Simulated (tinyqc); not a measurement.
Inside a calculation. Model: lossy package transmission line with skin effect.

tinyqc, about 0.01 s, one thread, Intel Xeon 2.30GHz (shared host): `OMP_NUM_THREADS=1 python tinyqc.py 2810168 2810169 out.jsonl` Printed values are rounded.

A uniform line in a homogeneous dielectric: c = sqrt(er)/(c0 Z0), l = Z0 sqrt(er)/c0 (c0 = 299792458 m/s), g = w c td, w = 2 pi f. The resistance joins its limits as r = sqrt(r_dc^2 + r_hf^2), with r_dc = rho/(wd th), r_hf = kr rho/(2 delta (wd + th)), delta = sqrt(rho/(pi f mu0)), mu0 = 4 pi 1e-7 H/m; this is an interpolation, and internal inductance, up to 0.05 nH/mm at low frequency, is neglected.

Inputs (values chosen for the exercise):

| symbol | value | unit | meaning |
|---|---|---|---|
| wd | 19 | um | width of the strip |
| th | 8.9 | um | thickness of the strip |
| rho | 2 | uohm cm | resistivity |
| er | 3.5 |  | relative permittivity |
| td | 0.01 |  | loss tangent |
| Z0 | 75 | ohm | lossless impedance sqrt(l/c) |
| kr | 2 |  | factor for crowding and the return path |
| len | 3 | mm | length |
| Rg | 10 | ohm | source resistance |
| RL | 1000 | ohm | load resistance |
| CL | 20 | fF | load capacitance |
| f | 2.8 | GHz | frequency |

## Line constants

delta, r_dc, r_hf, r, l, c and g as defined.

delta = 1.345105 um
r_dc = 0.1182732 ohm/mm
r_hf = 0.5329294 ohm/mm
r = 0.5458959 ohm/mm
l = 0.4680310 nH/mm
c = 83.20550 pF/m
g = 0.01463828 S/m

r is 4.62 times r_dc; the skin depth is 0.151 of the thickness.

## Propagation constant and impedance

gamma = sqrt((r + i w l)(g + i w c)) = alpha + i beta, Zc = sqrt((r + i w l)/(g + i w c)), roots with positive real part; loss 8.685889638 alpha in dB; phase velocity w/beta.

gamma len = 0.0125598+0.3294915i
Zc = 75.05076-2.10952i ohm
loss = 0.03636422 dB/mm
phase velocity over c0 = 0.5343112
r/(w l) = 0.06629753

r is below w l; the low-loss estimate 8.686 (r/(2 Z0) + g Z0/2) gives 0.0364 dB/mm.

## Reflection, input impedance and transfer

ZL = 1/(1/RL + i w CL); reflection (ZL - Zc)/(ZL + Zc); Zin = Zc (ZL + Zc tanh(gamma len))/(Zc + ZL tanh(gamma len)); H = V_load/V_source = [Zin/(Zin + Rg)]/[cosh(gamma len) + (Zc/ZL) sinh(gamma len)].

ZL = 889.8346-313.0958i ohm
reflection at the load = 0.8581458-0.0419678i
Zin = 46.7896-192.1379i ohm
H = 1.046983-0.083145i
|H| = 0.4260933 dB
